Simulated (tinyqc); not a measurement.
# Input admittance of a MOSFET at zero drain bias: distributed channel and distributed gate, step by step

Numbers from tinyqc (`OMP_NUM_THREADS=1 python tinyqc.py 2262213 2262214 out.jsonl`; about 0.01 s on one thread of a shared Intel Xeon 2.30GHz). Printed values are rounded.

Source and drain grounded, strong inversion, w = 2 pi f, Cox = eps0 eox/tox. The channel is an RC line of resistance 1/(mu Cox Vo) per square fed from both ends, so one finger has the intrinsic admittance y = i w Cox L tanh(g)/g per width, g = (1/2) sqrt(i w tau), tau = L^2/(mu Vo). The vertical resistance rv/L is in series with y, the overlaps 2 i w Cov in parallel: y_t = 1/(1/y + rv/L) + 2 i w Cov. The gate strip is a line of Rsh/L per length loaded by y_t, so a finger has Y = y_t Wf tanh(k)/k, k = (Wf/sd) sqrt(y_t Rsh/L); the device has Nf Y.

Inputs (values chosen for the exercise); values of the order met in silicon radio-frequency transistors: relative permittivity of the gate insulator (close to silicon nitride) eox = 7.43; insulator thickness tox = 3.4 nm; channel length L = 1.1 um; finger width Wf = 0.58 um; number of fingers Nf = 8; channel mobility mu = 280 cm^2/(V s); gate overdrive Vo = 0.41 V; sheet resistance of the gate Rsh = 36 ohm/square; vertical resistivity of the gate stack rv = 0 ohm um^2; number of ends at which a finger is contacted sd = 2; overlap and fringe capacitance on each side Cov = 0.23 fF/um; frequency f = 1.7 GHz.

Constants: eps0 = 8.8541878128e-14 F/cm where lengths are in cm. Results are converted to the units shown.

## Low-frequency resistances and capacitance

Low-frequency limits, with c = Cox L and ct = c + 2 Cov: R_strip = Rsh Wf/(3 sd^2 L Nf), R_ch = (c/ct)^2 L/(12 mu Cox Vo Wf Nf), R_vert = (c/ct)^2 rv/(L Wf Nf), C = ct Wf Nf.

parts (ohm): strip 0.197727, channel 85.2159, vertical 0
sum = 85.4136 ohm
C = 100.892 fF
1/(2 pi R C) = 18.4688 GHz

The channel term is the largest, 99.8 % of the sum.

## Admittance of the channel and stack per width

tau, g, c = Cox L, y and y_t as defined.

tau = 105.401 ps
g = 0.375138+0.375138i
c = 21.2839 fF/um
y = 21.059+224.972i uS/um
y_t = 21.059+229.885i uS/um

w tau = 1.13, and Im y is 0.990 of w c.

## Input impedance of the device

k and Y as defined; Z = 1/(Nf Y) = R + 1/(i w C); Q = |Im Z|/R; signal at the point farthest from a contact |1/cosh k|.

k = 0.0186191+0.0169914i
Nf Y = 0.09794+1.06663i mS
R = 85.3641 ohm
C = 100.700 fF
Q = 10.8910
signal at the far point = 0.999971

R is 0.058 % below its low-frequency limit and C is 0.19 % below its own.
